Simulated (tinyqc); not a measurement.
Strain, valley repopulation and piezoresistance in a many-valley conduction band. Changing the temperature T. Computed by tinyqc, a small Python program. Command: `OMP_NUM_THREADS=1 python tinyqc.py 3007846 3007847 out.jsonl valleys sweep`. One thread of a shared host (Intel(R) Xeon(R) Processor @ 2.30GHz), about 0.04 s of CPU time with the checks.

Valleys are ellipsoids with mass m_l along the axis a and m_t across it, parabolic, with one constant relaxation time; strain shifts the valleys and leaves the masses alone. Currents are taken along [110], along the load, and along [001], across the load.

Inputs (values chosen for the exercise, modelled on silicon):
```
quantity                               value    unit
longitudinal mass m_l                  0.939     m_0
transverse mass m_t                    0.185     m_0
shear deformation potential Xi_u        9.33      eV
dilation deformation potential Xi_d      1.1      eV
C11                                      165     GPa
C12                                     64.6     GPa
C44                                     79.9     GPa
stress X (tension positive)              190     MPa
electron density n                   5.9e+18  1/cm^3
relaxation time tau                       57      fs
```

Valley axes: <100> (6 valleys in 3 pairs). Load: uniaxial [110].

Constants: k_B = 8.617333262e-05 eV/K; m_0 = 9.1093837015e-31 kg; k_B = 1.380649e-23 J/K; hbar = 1.054571817e-34 J s; e = 1.602176634e-19 C.

Method:
- Compliances S11 = (C11 + C12)/((C11 - C12)(C11 + 2 C12)), S12 = -C12/((C11 - C12)(C11 + 2 C12)), S44 = 1/C44; stress sigma_ij = X n_i n_j for the unit vector n of the load; e_xx = S11 sigma_xx + S12 (sigma_yy + sigma_zz), e_xy = S44 sigma_xy/2 (tensor strain).
- Herring-Vogt shift of a valley with unit axis a: dE = Xi_d tr(e) + Xi_u a.e.a.
- Each of the 6 valleys holds n_v = N_v (2/sqrt(pi)) F_1/2((E_F - dE_v)/(k_B T)), N_v = 2 (m_d k_B T/(2 pi hbar^2))^(3/2), m_d = (m_l m_t^2)^(1/3); E_F solves sum n_v = n and is counted from the unstrained edge.
- F_j(eta) = int_0^infinity x^j/(1 + exp(x - eta)) dx, without a gamma-function factor. It is evaluated after integrating by parts.
- Integrals over x = E/(k_B T) use 160 Gauss-Legendre points in u = sqrt(x) from 0 to sqrt(max(eta, 0) + 32).
- Mobility tensor mu = e tau sum_v (n_v/n) [1/m_t + (1/m_l - 1/m_t) a a^T]; unstrained mu_0 = e tau (1/m_l + 2/m_t)/3; resistivity along d from the inverse tensor, rho_d = d.mu^-1.d/(n e), mobility along d = 1/(d.mu^-1.d); gauge pi_d = (rho_d/rho_0 - 1)/X.
- With eta_0 the reduced Fermi level without strain, r = F_-1/2(eta_0)/(2 F_1/2(eta_0)) (1 for a classical gas) and c = r (Xi_u/k_B T) (m_l - m_t)/(2 m_l + m_t): pi11 = -(2/3) c (S11 - S12), pi12 = -pi11/2, pi44 = 0, with S11 - S12 = 1/(C11 - C12).

One run for each value; columns: (1) temperature T (K); (2) pi11 (1e-11/Pa); (3) degeneracy factor r; (4) resistance change along the first direction (%); (5) resistance change along the second direction (%):
```
(1)     (2)     (3)     (4)    (5)
50   -256.8  0.4886  -11.35  34.42
71   -225.9  0.6104  -10.18  29.30
100  -189.1  0.7197   -8.69  23.52
150  -144.2  0.8231   -6.76  16.96
210  -110.7  0.8845   -5.24  12.44
290   -83.8  0.9252   -3.99   9.07
420   -59.8  0.9556   -2.85   6.24
600   -42.6  0.9735   -2.03   4.33
```

What does the table show, and why?

Over the rows, pi11 (1e-11/Pa) rises from -257 to -42.6 (exponent d ln y / d ln x -0.37 between the first rows and -0.95 between the last); degeneracy factor r rises from 0.489 to 0.973 (exponent d ln y / d ln x 0.63 between the first rows and 0.052 between the last); resistance change along the first direction (%) rises from -11.3 to -2.03 (exponent d ln y / d ln x -0.31 between the first rows and -0.95 between the last). At the high end the exponent of pi11 is -0.95, close to -1: the 1/T law of a classical gas. Repopulation depends on the splitting over k_B T (over E_F when r is small).
